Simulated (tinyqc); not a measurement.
# Quantum point contact as a saddle point, step by step

Computed by the program tinyqc: `OMP_NUM_THREADS=1 python tinyqc.py 2740029 2740030 out.jsonl`, one thread of a shared Intel Xeon 2.30GHz, about 0.05 s for the whole run. Printed values are rounded.

Potential V0 - m wx^2 x^2/2 + m wy^2 y^2/2; energies are counted from V0. Mode n = 0, 1, ... transmits T_n(E) = 1/(1 + exp(-2 pi (E - E_n)/wx)), E_n = wy (n + 1/2); each mode carries 2 q^2/h.

Values chosen for this exercise:
```
symbol,value,unit,meaning
T,1.5,K,temperature
wy,1.8,meV,transverse quantum hbar wy
wx,1.2,meV,curvature of the barrier hbar wx
mu,4.24,meV,Fermi level above the saddle point
nE,15,,points of the energy grid
xm,8,,half-range of the grid in kB T
```

Constants: q = 1.602176634e-19 C, kB = 1.380649e-23 J/K, h = 6.62607015e-34 J s, Vt = kB T/q. Results are converted to the units shown.

## Transmissions at the Fermi level

At zero temperature g = G/(2 q^2/h) = sum T_n(mu); Fano factor sum T_n (1 - T_n)/sum T_n. Modes beyond those listed are in the sums but add less than 1e-4 to g.

```
mode  E_n (meV)       T_n
0      0.900000  1.000000
1      2.700000  0.999685
2      4.500000  0.204020
3      6.300000  0.000021
```

g = 2.2037
G = 170.75 uS
Fano factor = 0.07384

## Thermal average on a coarse grid

g(T) = int g(E) (-df/dE) dE = int g(mu + x kB T) dx/(4 cosh^2(x/2)), g(E) the zero-temperature value at E, g = G/(2 q^2/h). Simpson's rule on nE equally spaced x from -xm to xm.

```
point          x   E (meV)      g(E)     weight
0      -8.000000  3.205920  1.935083  0.0003352
1      -6.857143  3.353646  1.970864  0.0010497
2      -5.714286  3.501371  1.990498  0.0032769
3      -4.571429  3.649097  2.004585  0.0101325
4      -3.428571  3.796823  2.021365  0.0304275
5      -2.285714  3.944549  2.050271  0.0837913
6      -1.142857  4.092274  2.105083  0.1833308
7       0.000000  4.240000  2.203726  0.2500000
8       1.142857  4.387726  2.357024  0.1833308
9       2.285714  4.535451  2.546303  0.0837913
10      3.428571  4.683177  2.723124  0.0304275
11      4.571429  4.830903  2.850187  0.0101325
12      5.714286  4.978629  2.925550  0.0032769
13      6.857143  5.126354  2.965858  0.0010497
14      8.000000  5.274080  2.987551  0.0003352
```

integral of the weight = 1.001371
g(T) = 2.255432
g(T) divided by the integral of the weight = 2.252343

A converged quadrature gives 2.2530; this grid is 0.11 % above that, and its weight integrates to 1.001 in place of 1.
